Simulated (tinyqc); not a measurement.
# Off-state leakage of single and stacked transistors: what changes with what

n-channel devices of unit width. Subthreshold current I(Vg, Vs, Vd) = I0 (T/300 K)^0.5 exp[(Vg - Vs - VT(T) - gb (Vs - Vb) + dd (Vd - Vs))/(nf Vt)] (1 - exp(-(Vd - Vs)/Vt)), VT(T) = VT - cT (T - 300 K). Gate-edge tunnelling Ig (Vd/1 V) exp(ag (Vd - 1 V)), for a gate at 0 V, and band-to-band leakage Ab u exp(-Bb/u), u = Vd - Vb + 1 V, flow at a drain held at V; both are taken as independent of T. In a stack of off transistors (all gates at 0 V) the same subthreshold current passes through each.

Values chosen for this exercise; values of the order met in bulk silicon logic transistors: temperature T = 300 K; supply voltage V = 0.8 V; threshold at 300 K, zero drain and body bias VT = 0.38 V; fall of the threshold with temperature cT = 0.7 mV/K; current at threshold at 300 K I0 = 0.42 uA/um; slope factor nf = 1.37; drain-induced lowering per volt dd = 0.05; rise of the threshold per volt of source-body bias gb = 0.22; gate-edge tunnelling current at 1 V Ig = 3e-5 uA/um; exponential slope of the gate current ag = 5.7 1/V; prefactor of band-to-band leakage at the drain Ab = 10 uA/(um V); its exponential voltage Bb = 21 V; body voltage Vb = 0 V.

Constants: q = 1.602176634e-19 C, kB = 1.380649e-23 J/K, Vt = kB T/q. Results are converted to the units shown.

Each table varies one quantity; the others keep the values above.

## Subthreshold current against the height of the stack

All n gates at 0 V, bottom source at 0 V, top drain at V; node voltages follow from equal currents.

Subthreshold current against the height of the stack:
columns A: n; B: I (nA/um); C: reduction factor; D: drain voltage of the bottom device (mV); E: source voltage of the top device (mV); F: voltage across the top device (V)
```
A         B      C      D      E       F
1   0.02845  1.000  800.0      0  0.8000
2  0.007421  3.834  37.48  37.48  0.7625
3  0.004288  6.634  15.74  52.77  0.7472
4  0.003020  9.420  10.11  62.55  0.7375
5  0.002332  12.20  7.470  69.76  0.7302
6  0.001900  14.97  5.927  75.47  0.7245
```

The second transistor cuts the current by a factor of 3.83, the third by a further 1.73 and the sixth by 1.23. The top device keeps 90.6 % of the supply at n = 6, while the drain voltage of the bottom one falls to 0.229 Vt.

## Leakage components against the body voltage

Same model as above.

One transistor with Vg = Vs = 0, Vd = V; stack factor I(one)/I(two in series).

The same in every row: gate edge (nA/um) = 0.0076757; stack factor = 3.8339.

Leakage components against the body voltage:
```
Vb (V)  subthreshold (nA/um)  band-to-band (nA/um)  total (nA/um)  largest part
0.2                 0.098544              0.031916        0.13813  subthreshold
0                   0.028450               0.15435        0.19048  band-to-band
-0.2               0.0082139               0.55073        0.56662  band-to-band
-0.4               0.0023714                1.5736         1.5836  band-to-band
-0.6               6.8466e-4                3.8031         3.8114  band-to-band
-0.8               1.9767e-4                8.0763         8.0841  band-to-band
-1                 5.7069e-5                15.486         15.494  band-to-band
-1.2               1.6476e-5                27.356         27.364  band-to-band
-1.4               4.7569e-6                45.195         45.203  band-to-band
```

What does the comparison show?

As Vb goes from 0.2 to -1.4, the total leakage rises from 0.138 to 45.2 nA/um. The subthreshold part leads at Vb = 0.2, the band-to-band part from 0 on. The reduction by a stack of two stays at 3.83, for the subthreshold part alone. For Vb = 0.2 the body is forward biased; the junction current, left out, is still small at this voltage.

Numbers from tinyqc (`OMP_NUM_THREADS=1 python tinyqc.py 2242229 2242230 out.jsonl`; about 0.03 s on one thread of a shared Intel Xeon 2.30GHz).
